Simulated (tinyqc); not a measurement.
Charge-trap memory cell: two steps of the calculation.

Channel, tunnel oxide, storage layer, blocking layer, gate. N electrons per area sit in a sheet at the centroid and shift the threshold by U = (q/eps0) N (tb/eb + xc tn/en). EOT = t1 + 3.9 (tn/en + tb/eb); tunnel field F = (Vg - U)/EOT; dN/dt = eta (J/q)(1 - N/Nm). Fowler-Nordheim: J = A F^2 exp(-B/F), A = q^2/(16 pi^2 hbar mo phi) (times 1e14 for A/cm^2 with F in V/nm, emitter mass m0), B = (4/3) sqrt(mo/C) phi^1.5, C = hbar^2/(2 m0).

Values chosen for this exercise; oxide values close to those of silicon dioxide, storage layer close to silicon nitride, blocking layer close to aluminium oxide: tunnel barrier phi = 3.02 eV; tunnelling mass mo = 0.48 m0; tunnel oxide (permittivity 3.9) t1 = 5.6 nm; storage layer tn = 7 nm; its relative permittivity en = 7.3; blocking layer tb = 10.7 nm; its relative permittivity eb = 9; charge centroid, share of tn counted from the blocking side xc = 0.38; capture efficiency of an empty layer eta = 0.49; trap density Nm = 1.4e13 cm^-2; storage temperature T = 358 K; shallowest trap depth E1 = 0.95 eV; deepest trap depth E2 = 1.59 eV; attempt frequency nu = 1e12 1/s; gate voltage less flat band and surface potential Vg = 17.5 V; first time step d0 = 2.3e-7 s; growth of the step gr = 2; steps n = 8.

Constants: q = 1.602176634e-19 C, kB = 1.380649e-23 J/K, hbar = 1.054571817e-34 J s, m0 = 9.1093837015e-31 kg, Vt = kB T/q, eps0 = 8.8541878128e-14 F/cm where lengths are in cm, hbar^2/(2 m0) = 0.0380998212 eV nm^2. Results are converted to the units shown.

Task 1. Midpoint steps of growing length. N(half) = N + (d/2) r(N), N(new) = N + d r(N(half)), r = dN/dt; the step starts at d0 and is multiplied by gr each time. Field in the blocking layer (3.9 F + q N/eps0)/eb.

Wanted: t; N; U; F; blocking field.

Result 1.

```
step      t (s)  N (cm^-2)   U (V)  F (V/nm)  blocking field (V/nm)
0             0          0  0.0000    1.2521                0.54258
1     2.3000e-7  2.6799e11  0.0753    1.2467                0.54563
2     6.9000e-7  7.2367e11  0.2034    1.2376                0.55083
3     1.6100e-6  1.4195e12  0.3990    1.2236                0.55875
4     3.4500e-6  2.3512e12  0.6609    1.2048                0.56937
5     7.1300e-6  3.4532e12  0.9706    1.1827                0.58192
6     1.4490e-5  4.6418e12  1.3047    1.1588                0.59546
7     2.9210e-5  5.8514e12  1.6446    1.1344                0.60924
8     5.8650e-5  7.0397e12  1.9786    1.1105                0.62277
```

Task 2. Retention after ten years. Retention: filled traps are spread evenly in depth from E1 to E2, and each empties at the rate nu exp(-E/kB T). The share left is the mean of exp(-nu t exp(-E/kB T)) = [kB T/(E2 - E1)] [E1x(nu t exp(-E2/kB T)) - E1x(nu t exp(-E1/kB T))], E1x the exponential integral; traps shallower than about Ed = kB T ln(nu t) are empty. t = 3.15576e8 s.

Wanted: Ed; share left; loss a decade while Ed lies between E1 and E2, kB T ln 10/(E2 - E1).

Result 2.

Ed = 1.4562 eV
share left = 0.18194
loss a decade while Ed lies between E1 and E2, kB T ln 10/(E2 - E1) = 0.11099

Range of the model: The Fowler-Nordheim form needs F t1 above phi; trap-assisted paths and leakage through the blocking layer are left out.

Computed by the program tinyqc: `OMP_NUM_THREADS=1 python tinyqc.py 2130125 2130126 out.jsonl`, one thread of a shared Intel Xeon 2.30GHz, about 0.02 s for the whole run.
